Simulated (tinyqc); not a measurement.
Free and trapped electrons in a MOS channel with a dense trap tail: two steps of the calculation.

p-type body, charge-sheet picture, full ionisation (an idealisation for deep acceptors), Boltzmann statistics for free electrons. e = Ec - EF at the surface. Acceptor-like traps of density D(E) = D0 + De exp(-E/Ew) at depth E below Ec, from 0 to Eu, hold n_t = integral of D(E)/(1 + exp((e - E)/Vt)). psi = Eg - Vt ln(Nv/Na) - e; N_dep = sqrt(2 eps0 eps_r Na (psi - Vt)/q); n_f = sqrt(N_dep^2 + 2 eps0 eps_r Vt Nc exp(-e/Vt)/q) - N_dep; Vg = Vfb + psi + q (N_dep + n_t + n_f)/Cox, Cox = eps0 eox/tox.

Parameters, values chosen for the exercise; band and dielectric values close to those of 4H silicon carbide: temperature T = 475 K; band gap Eg = 3.25 eV; relative permittivity eps_r = 9.86; conduction-band density of states at T Nc = 3.43e19 cm^-3; valence-band density of states at T Nv = 4.94e19 cm^-3; relative permittivity of the insulator eox = 3.9; insulator thickness tox = 50 nm; acceptor density Na = 1.5e17 cm^-3; flat-band voltage without trapped charge Vfb = -2.76 V; constant background density of acceptor-like traps D0 = 6.8e10 cm^-2 eV^-1; density of the tail at the conduction edge De = 5.7e13 cm^-2 eV^-1; decay energy of the tail Ew = 0.06 eV; depth below Ec down to which the traps reach Eu = 0.97 eV; mobility of free electrons mf = 190 cm^2/(V s); Ec - EF at the surface e = 0.138 eV.

Constants: q = 1.602176634e-19 C, kB = 1.380649e-23 J/K, Vt = kB T/q, eps0 = 8.8541878128e-14 F/cm where lengths are in cm. Results are converted to the units shown.

Problem 1. Trapped charge. Trapezoid rule on 15 equal steps from 0 to Eu, f = 1/(1 + exp((e - E)/Vt)).

Find: E; D(E) f; n_t.

Solution 1.

| point | E (eV) | D(E) f (cm^-2 eV^-1) |
|---|---|---|
| 0 | 0 | 1.8947e12 |
| 1 | 0.064667 | 2.7816e12 |
| 2 | 0.12933 | 2.9836e12 |
| 3 | 0.19400 | 1.8454e12 |
| 4 | 0.25867 | 7.9136e11 |
| 5 | 0.32333 | 3.2481e11 |
| 6 | 0.38800 | 1.5625e11 |
| 7 | 0.45267 | 9.8110e10 |
| 8 | 0.51733 | 7.8256e10 |
| 9 | 0.58200 | 7.1492e10 |
| 10 | 0.64667 | 6.9189e10 |
| 11 | 0.71133 | 6.8405e10 |
| 12 | 0.77600 | 6.8138e10 |
| 13 | 0.84067 | 6.8047e10 |
| 14 | 0.90533 | 6.8016e10 |
| 15 | 0.97000 | 6.8005e10 |

n_t = 6.7603e11 cm^-2

Problem 2. Charges and gate voltage. psi, N_dep, n_f and Vg as defined, with the n_t given; free share n_f/(n_f + n_t); apparent mobility mf n_f/(n_f + n_t); gate voltage spent on traps q n_t/Cox.

n_t = 6.7603009e11 cm^-2

Wanted: psi; N_dep; n_f; Vg; free share; apparent mobility; gate voltage spent on traps.

Solution 2.

psi = 2.875 V
N_dep = 2.152e12 cm^-2
n_f = 1.188e11 cm^-2
Vg = 6.952 V
free share = 14.95 %
apparent mobility = 28.40 cm^2/(V s)
gate voltage spent on traps = 1.568 V

Computed by the program tinyqc: `OMP_NUM_THREADS=1 python tinyqc.py 2222029 2222030 out.jsonl`, one thread of a shared Intel Xeon 2.30GHz, about 0.02 s for the whole run.
